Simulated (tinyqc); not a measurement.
# Global model of a low-pressure process discharge: electron temperature, density, ion flux and ion energy, step by step

A worked calculation. Computed by tinyqc, a small Python program that keeps every step. Command: `OMP_NUM_THREADS=1 python tinyqc.py 3112385 3112386 out.jsonl plasma walk`. One thread of a shared host (Intel(R) Xeon(R) Processor @ 2.30GHz), about 0.01 s of CPU time with the checks. Intermediate numbers are printed to about 6 digits and carried at full precision; extremes and crossings named in words are read from the listed rows.

Maxwellian electrons with temperature T_e in eV, one positive ion, no negative ions, uniform bulk density n; rate constants have the Arrhenius form.

Inputs (values chosen for the exercise, of the order of those of an inductive discharge in a simple atomic gas):
```
quantity                          value   unit
ion mass M                         35.5      u
ionisation prefactor K0         3.2e-14  m^3/s
ionisation energy E_iz             12.3     eV
excitation prefactor X0         1.3e-14  m^3/s
excitation energy E_ex             9.61     eV
elastic rate constant K_el        6e-14  m^3/s
ion-neutral cross section       6.6e-19    m^2
pressure p                         0.28     Pa
gas temperature T_g                 300      K
radius R                             20     cm
height L                             15     cm
absorbed power P                    180      W
bias power P_b                       67      W
radius of the biased electrode       10     cm
bias frequency                        2    MHz
mixing                              0.2      -
```

Constants: k_B = 1.380649e-23 J/K; e = 1.602176634e-19 C; u = 1.6605390666e-27 kg; m_0 = 9.1093837015e-31 kg; eps_0 = 8.8541878128e-12 F/m.

## Geometry factors

n_g = p/(k_B T_g); lambda_i = 1/(n_g sigma); h_L = 0.86/sqrt(3 + L/(2 lambda_i)), h_R = 0.8/sqrt(4 + R/lambda_i); A_eff = 2 pi R^2 h_L + 2 pi R L h_R; d_eff = pi R^2 L/A_eff.

gas density n_g = 6.76011e+19 1/m^3

ion mean free path = 2.24131 cm

h_L = 0.341381

h_R = 0.222537

A_eff = 1277.46 cm^2

d_eff = 14.7555 cm

## A fixed-point cycle for T_e

Particle balance: K0 exp(-E_iz/T_e) n_g d_eff = u_B, u_B = sqrt(e T_e/M). Cycle: T_out = T sqrt(loss/creation) with loss/creation = u_B/(K0 exp(-E_iz/T) n_g d_eff); T -> T + mixing (T_out - T), kept between 0.3 and 60 eV, from 3 eV; stop at |T_out - T| < 1e-9 eV or after 60 steps.

Course:
```
step   T (eV)  T_out (eV)  residual (eV)
0     3.00000     2.20412   -7.95884e-01
1     2.84082     2.30953   -5.31293e-01
2     2.73456     2.39531   -3.39253e-01
3     2.66671     2.45795   -2.08761e-01
4     2.62496     2.49999   -1.24975e-01
5     2.59997     2.52654   -7.34304e-02
6     2.58528     2.54265   -4.26335e-02
...       ...         ...            ...
32    2.56525     2.56525   -2.00998e-08
33    2.56525     2.56525   -1.14672e-08
34    2.56525     2.56525   -6.54224e-09
35    2.56525     2.56525   -3.73245e-09
36    2.56525     2.56525   -2.12942e-09
37    2.56525     2.56525   -1.21486e-09
38    2.56525     2.56525   -6.93098e-10
```

last residual = 6.93098e-10 eV

Converged in 39 steps.

## Electron temperature

Root found by bracketing.

T_e = 2.56525 eV

Bohm velocity u_B = 2640.47 m/s

K_iz = 2.64712e-16 m^3/s

## Energy per pair and density

E_c = E_iz + (X0 exp(-E_ex/T_e) E_ex + K_el (3 m_0/M) T_e)/K_iz; wall potential V_s = (T_e/2) ln(M/(2 pi m_0)); E_T = E_c + 2 T_e + T_e/2 + V_s; n = P/(e u_B A_eff E_T); ion current density J = e h_L n u_B; ionised share n/n_g.

collisional loss per pair E_c = 23.4681 eV

wall potential V_s = 11.8513 V

E_T = 41.7325 eV

plasma density n = 7.98104e+10 1/cm^3

ion current density J = 1.15263 mA/cm^2

ionised share = 0.00118061

Collisions take 56 % of the power and the walls the rest. T_e came from the particle balance alone; the power sets only n.

## Biased electrode

All bias power goes to ions: V_b = P_b/(J pi r^2). Debye length at the sheath edge lambda_D = sqrt(eps_0 T_e/(e h_L n)); Child-law sheath s = (sqrt2/3) lambda_D (2 V/T_e)^(3/4), V = V_b + V_s; ion transit time tau_i = 3 s sqrt(M/(2 e V)); collisions in the sheath s/lambda_i.

bias voltage V_b = 185.026 V

lambda_D = 72.1331 micrometre

sheath width s = 1.48286 mm

ion transit time = 135.985 ns

transit time over bias period = 0.271971

s/lambda_i = 0.0661604

The sheath is nearly free of collisions.

## Pressure series at fixed power

n_g = p/(k_B T_g), lambda_i = 1/(n_g sigma), K_iz = K0 exp(-E_iz/T_e), h_L = 0.86/sqrt(3 + L/(2 lambda_i)), h_R = 0.8/sqrt(4 + R/lambda_i), A_eff = 2 pi R^2 h_L + 2 pi R L h_R and d_eff = pi R^2 L/A_eff follow p. E_c = E_iz + (X0 exp(-E_ex/T_e) E_ex + K_el (3 m_0/M) T_e)/K_iz; E_T = E_c + (5/2) T_e + (T_e/2) ln(M/(2 pi m_0)); n = P/(e u_B A_eff E_T); J = e h_L n u_B. Pressures without a root below 2 E_iz are left out.

Against pressure:
```
p (Pa)  T_e (eV)  E_c (eV)  E_T (eV)   n (1/cm^3)  J (mA/cm^2)
0.1      3.67195   20.4313   46.5753  4.71979e+10      1.00306
0.2      2.85078   22.3489   42.6462  6.76418e+10      1.11743
0.5      2.17950   25.7668   41.2847  1.05560e+11      1.18161
1.0      1.83887   29.2873   42.3798  1.46255e+11      1.16514
2.0      1.58560   33.9186   45.2080  1.99537e+11      1.10041
5.0      1.33889   42.5484   52.0812  2.89335e+11      0.96001
10.0     1.19744   52.2192   60.7448  3.67162e+11      0.82456
20.0     1.08307   67.1435   74.8549  4.40740e+11      0.66975
```

T_e falls from 3.67 to 1.08 eV, n changes by a factor 9.3 and J by 0.67; in J = P h_L/(A_eff E_T), E_T changes by a factor 1.61 and is least at 0.5 Pa, between wall losses at high T_e and excitation losses at low T_e.

Checks made by the program: cycle against bracketing (relative difference 2e-10).
